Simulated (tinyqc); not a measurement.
# Programming of a floating-gate cell by Fowler-Nordheim tunnelling: what changes with what

Per tunnel area the floating gate has Ctun = 3.9 eps0/tox to the channel (0 V) and Ccg to the control gate, Ct = Ctun/(1 - ag), no other coupling. With the threshold shift U = -Q/Ccg the field is F = ag (Vg - U)/tox, and dU/dt = J/Ccg. Fowler-Nordheim: J = A F^2 exp(-B/F), A = q^2/(16 pi^2 hbar mo phi) (times 1e14 for A/cm^2 with F in V/nm, emitter mass m0), B = (4/3) sqrt(mo/C) phi^1.5, C = hbar^2/(2 m0).

Values chosen for this exercise; oxide values close to those of silicon dioxide: tunnel barrier phi = 3.12 eV; tunnelling mass mo = 0.46 m0; tunnel oxide thickness tox = 8 nm; coupling ratio Ccg/Ct ag = 0.63; threshold shift at the start Vt0 = -2.2 V; control-gate voltage Vg = 13 V.

Constants: q = 1.602176634e-19 C, hbar = 1.054571817e-34 J s, m0 = 9.1093837015e-31 kg, eps0 = 8.8541878128e-14 F/cm where lengths are in cm, hbar^2/(2 m0) = 0.0380998212 eV nm^2. Results are converted to the units shown.

Each table varies one quantity; the others keep the values above.

## Programming by a staircase of pulses

Pulse i = 1, 2, ... has the height 11.5 V + (i - 1) 0.4 V and lasts 7.8 us; each starts from the U that the last one left. Exact: exp(B/F(t)) = exp(B/F(0)) + K t, K = A B ag/(Ccg tox), and U = Vg - tox F/ag.

Result of one run:
```
N  last pulse (V)    U (V)  gain of the last pulse (V)  F at its end (V/nm)
8           14.30  -0.1886                      0.3833                1.141
```

What becomes of these results when the number of pulses N is changed from 8 to 1, all else the same?

Result of the changed run:
```
N  last pulse (V)   U (V)  gain of the last pulse (V)  F at its end (V/nm)
1           11.50  -2.134                     0.06574                1.074
```

The whole series:
```
N   last pulse (V)    U (V)  gain of the last pulse (V)  F at its end (V/nm)
1            11.50   -2.134                     0.06574                1.074
2            11.90   -2.018                      0.1160                1.096
3            12.30   -1.837                      0.1808                1.113
4            12.70   -1.589                      0.2479                1.125
6            13.50  -0.9409                      0.3442                1.137
8            14.30  -0.1886                      0.3833                1.141
11           15.50   0.9955                      0.3976                1.142
14           16.70    2.193                      0.3997                1.142
18           18.30    3.793                      0.4000                1.142
```

The gain of a pulse rises from 0.0657 to 0.400 V and settles at the step of 0.4 V: the field at the end of a pulse becomes steady, 1.14 V/nm, so U follows the gate one to one whatever it started from. It is within 5 % of the step from pulse 8 on among the rows. In every row the field stays above 10 MV/cm, which wears the oxide.

## Threshold shift against time

Same model as above.

Results:
```
t (s)    F (V/nm)  J (A/cm^2)    U (V)  dU/dlog10 t (V)
1.9e-7      1.195     0.08117   -2.179          0.04832
1.2e-6      1.187     0.06921   -2.076           0.2602
7.9e-6      1.153     0.03434   -1.639           0.8500
5e-5        1.085    0.007653  -0.7800            1.199
0.00032     1.010    0.001142   0.1780            1.145
0.002      0.9421    1.617e-4    1.037            1.013
0.013      0.8813    2.183e-5    1.809           0.8890
0.52       0.7818    4.296e-7    3.073           0.6999
```

Estimate the missing row, t = 0.082 s.

Computed row:
```
t (s)  F (V/nm)  J (A/cm^2)  U (V)  dU/dlog10 t (V)
0.082    0.8286    3.060e-6  2.478           0.7862
```

With this row back in the table: U rises from -2.18 to 3.07 V, while J falls by 5.28 decades, at the end as t^(-1.06). Well past t0 = 6.24e-6 s the stored charge chokes the field and U gains only 0.700 V a decade.

Range of the model: Programming fields of 10 MV/cm and more wear the oxide; trapping and the channel potential are ignored.

tinyqc, about 0.01 s, one thread, Intel Xeon 2.30GHz (shared host): `OMP_NUM_THREADS=1 python tinyqc.py 2130045 2130046 out.jsonl`
